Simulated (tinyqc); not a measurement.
Inside a calculation. Method: plane-wave Kohn-Sham cycle with exchange-only LDA in a layered model solid. Computed by tinyqc, a small Python program that keeps every step. Settings: points = 16, plane-wave index or count = 2, electrons = 2, k points = 4, area = 10.0, mixing = 0.3, iteration cap = 51, Pulay depth = 5. Command: `OMP_NUM_THREADS=1 python tinyqc.py 22067 22068 out.jsonl` (the two numbers bound the seeds that draw the settings). One thread of a shared host (Intel(R) Xeon(R) Processor @ 2.60GHz), about 0.01 s of CPU time with the checks. Later iterations appear only in the table of the cycle.

## Iteration 1: potential

A solid whose potential varies along x alone (atomic units):
```
parameter,value
period a,8.700000
cross-section of the cell,10.000000
electrons per cell,2
grid points,16
"plane waves -n..n, n",2
k points,4
V1 in V1 cos(2 pi x/a),-0.690000
V2 in V2 cos(4 pi x/a),-0.030000
```

density at the start, on the grid x_j = j a/N (e/bohr^3): 0.02298851  0.02298851  0.02298851  0.02298851  0.02298851  0.02298851  0.02298851  0.02298851  0.02298851  0.02298851  0.02298851  0.02298851  0.02298851  0.02298851  0.02298851  0.02298851

V_H(G) = 4 pi rho(G)/G^2 for G != 0 (uniform background); v_x = -(3 rho/pi)^(1/3); V = V_ext + V_H + v_x; Fourier components f(G_m) = (1/N) sum_j f(x_j) exp(-i G_m x_j).

Potentials on the grid (hartree):
```
x,V_ext,V_H,v_x,V
0.000000,-0.720000,0.000000,-0.280002,-1.000002
0.543750,-0.658690,0.000000,-0.280002,-0.938692
1.087500,-0.487904,0.000000,-0.280002,-0.767905
1.631250,-0.242838,0.000000,-0.280002,-0.522840
2.175000,0.030000,0.000000,-0.280002,-0.250002
2.718750,0.285265,0.000000,-0.280002,0.005263
3.262500,0.487904,0.000000,-0.280002,0.207902
3.806250,0.616264,0.000000,-0.280002,0.336262
4.350000,0.660000,0.000000,-0.280002,0.379998
4.893750,0.616264,0.000000,-0.280002,0.336262
5.437500,0.487904,0.000000,-0.280002,0.207902
5.981250,0.285265,0.000000,-0.280002,0.005263
6.525000,0.030000,0.000000,-0.280002,-0.250002
7.068750,-0.242838,0.000000,-0.280002,-0.522840
7.612500,-0.487904,0.000000,-0.280002,-0.767905
8.156250,-0.658690,0.000000,-0.280002,-0.938692
```

V(G_m), m = 0, 1, 2, ... (hartree): -0.280002  -0.345000  -0.015000  0.000000  0.000000

## Iteration 1: Hamiltonian at one k

k = 0.125000 2 pi / a

H(m,m') = (k + G_m)^2/2 delta + V(G_m - G_m'), with V(-G) = V(G).

H (hartree):
```
,-2,-1,+0,+1,+2
-2,0.636839,-0.345000,-0.015000,0.000000,0.000000
-1,-0.345000,-0.080334,-0.345000,-0.015000,0.000000
+0,-0.015000,-0.345000,-0.275927,-0.345000,-0.015000
+1,0.000000,-0.015000,-0.345000,0.050061,-0.345000
+2,0.000000,0.000000,-0.015000,-0.345000,0.897629
```

## Iteration 1: levels at that k

Diagonalise the Hermitian matrix.

eigenvalues (hartree): -0.697508  -0.138064  0.243724  0.790570  1.029546

## Iteration 1: new density

Motion across x is left out: the lowest 1 band(s) hold two electrons at each of the k points (j + 1/2)/nk - 1/2. Residual R = rho(out) - rho(in); rho(new) = rho(in) + 0.3 R. rho(out) = 2/(a A nk) sum |psi|^2 with psi = sum c exp(i G x). Harris energy E = band energy - dV sum rho (V_H/2 + v_x) + (3/4) dV sum rho v_x with rho(in), dV = a A/N, band energy = (2/nk) sum of the filled levels.

rho(out) (e/bohr^3): 0.08107942  0.06995641  0.04456646  0.02046036  0.00653865  0.00143914  0.00025953  0.00009811  0.00009936  0.00009811  0.00025953  0.00143914  0.00653865  0.02046036  0.04456646  0.06995641

density after iteration 1 (e/bohr^3): 0.04041578  0.03707888  0.02946189  0.02223006  0.01805355  0.01652370  0.01616981  0.01612139  0.01612176  0.01612139  0.01616981  0.01652370  0.01805355  0.02223006  0.02946189  0.03707888

energy per cell = -1.25328743 hartree

## Iteration 2: potential

As before.

Potentials on the grid (hartree):
```
x,V_ext,V_H,v_x,V
0.000000,-0.720000,0.294254,-0.337941,-0.763687
0.543750,-0.658690,0.262956,-0.328372,-0.724106
1.087500,-0.487904,0.180670,-0.304143,-0.611377
1.631250,-0.242838,0.074174,-0.276888,-0.445552
2.175000,0.030000,-0.030504,-0.258332,-0.258836
2.718750,0.285265,-0.117681,-0.250818,-0.083235
3.262500,0.487904,-0.181190,-0.249015,0.057699
3.806250,0.616264,-0.219448,-0.248766,0.148049
4.350000,0.660000,-0.232206,-0.248768,0.179026
4.893750,0.616264,-0.219448,-0.248766,0.148049
5.437500,0.487904,-0.181190,-0.249015,0.057699
5.981250,0.285265,-0.117681,-0.250818,-0.083235
6.525000,0.030000,-0.030504,-0.258332,-0.258836
7.068750,-0.242838,0.074174,-0.276888,-0.445552
7.612500,-0.487904,0.180670,-0.304143,-0.611377
8.156250,-0.658690,0.262956,-0.328372,-0.724106
```

V(G_m), m = 0, 1, 2, ... (hartree): -0.276211  -0.236110  -0.008365  0.000341  0.000314

## Iteration 2: Hamiltonian at one k

k = 0.125000 2 pi / a

As before.

H (hartree):
```
,-2,-1,+0,+1,+2
-2,0.640629,-0.236110,-0.008365,0.000341,0.000314
-1,-0.236110,-0.076544,-0.236110,-0.008365,0.000341
+0,-0.008365,-0.236110,-0.272136,-0.236110,-0.008365
+1,0.000341,-0.008365,-0.236110,0.053852,-0.236110
+2,0.000314,0.000341,-0.008365,-0.236110,0.901420
```

## Iteration 2: levels at that k

As before.

eigenvalues (hartree): -0.523283  -0.079816  0.169854  0.715417  0.965048

## Iteration 2: new density

B (overlaps of the stored error matrices):
```
,1,2
1,1.2805533e-02,7.9049097e-03
2,7.9049097e-03,4.9231671e-03
```

Motion across x is left out: the lowest 1 band(s) hold two electrons at each of the k points (j + 1/2)/nk - 1/2. Residual R = rho(out) - rho(in); rho(new) = rho(in) + 0.3 R; Pulay mixing then takes sum c_i of the stored mixed densities, with c from B_ij = sum R_i R_j as in DIIS. rho(out) = 2/(a A nk) sum |psi|^2 with psi = sum c exp(i G x). Harris energy E = band energy - dV sum rho (V_H/2 + v_x) + (3/4) dV sum rho v_x with rho(in), dV = a A/N, band energy = (2/nk) sum of the filled levels.

rho(out) (e/bohr^3): 0.07409958  0.06529544  0.04454431  0.02336370  0.00940191  0.00298578  0.00084837  0.00030910  0.00021928  0.00030910  0.00084837  0.00298578  0.00940191  0.02336370  0.04454431  0.06529544

DIIS coefficients: -1.553897  2.553897

density after iteration 2 (e/bohr^3): 0.06622326  0.05869753  0.04101757  0.02309862  0.01142493  0.00615136  0.00443100  0.00400651  0.00393778  0.00400651  0.00443100  0.00615136  0.01142493  0.02309862  0.04101757  0.05869753

energy per cell = -0.96510593 hartree

## Convergence

Stop when sqrt(dV sum R^2) is below 1e-8, dV = a A/N.

Course of the cycle:
```
iteration,E (hartree),norm of the residual
1,-1.25328743,2.64e-01
2,-0.96510593,1.64e-01
3,-0.81059902,7.39e-02
4,-0.86948612,1.16e-01
5,-0.80126330,1.11e-02
6,-11.88044767,1.14e+00
7,-0.80077691,4.04e-03
8,-0.80084724,4.22e-03
9,-0.80079887,3.39e-03
10,-0.80078423,7.34e-03
11,-0.80078895,8.19e-05
12,-0.80078894,2.49e-05
13,-0.80078893,6.96e-07
14,-0.80078893,5.35e-08
15,-0.80078893,1.17e-10
```

Converged in 15 iterations. Before convergence this energy mixes input and output and is not variational, so it may rise towards its limit.
